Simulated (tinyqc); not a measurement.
Undoped symmetric double-gate MOSFET, analytic potential model: one step of the calculation.

An undoped body of thickness ts between two equal insulators and tied gates; long channel, electrons only, n = ni exp((psi - V)/Vt) with V the quasi-Fermi potential (0 at the source, Vd at the drain), constant mobility, no quantisation. Across the body psi(x) = V - 2 Vt ln[(ts/(2 beta)) sqrt(q ni/(2 eps0 eps_r Vt)) cos(2 beta x/ts)], x from the centre. Q is the electron charge per area of the whole body.

Problem. Constants of the body. ni = sqrt(Nc Nv) exp(-Eg/(2 Vt)), Eg in volts; r = eps_r tox/(eox ts); V0 = dphi + 2 Vt ln[(2/ts) sqrt(2 eps0 eps_r Vt/(q ni))].

Inputs (values chosen for the exercise); material values close to those of silicon: temperature T = 273 K; band gap Eg = 1.14 eV; relative permittivity of the semiconductor eps_r = 11.7; conduction-band density of states at T Nc = 2.44e19 cm^-3; valence-band density of states at T Nv = 2.26e19 cm^-3; relative permittivity of the gate insulator eox = 25.5; insulator thickness tox = 9 nm; body thickness ts = 20 nm; gate work function less that of the intrinsic body dphi = 0.03 V.

Constants: q = 1.602176634e-19 C, kB = 1.380649e-23 J/K, Vt = kB T/q, eps0 = 8.8541878128e-14 F/cm where lengths are in cm. Results are converted to the units shown.

Find: ni; r; V0.

Solution.

ni = 7.0491e8 cm^-3
r = 0.20647
V0 = 0.49775 V

tinyqc, about 0.03 s, one thread, Intel Xeon 2.30GHz (shared host): `OMP_NUM_THREADS=1 python tinyqc.py 2440109 2440110 out.jsonl`
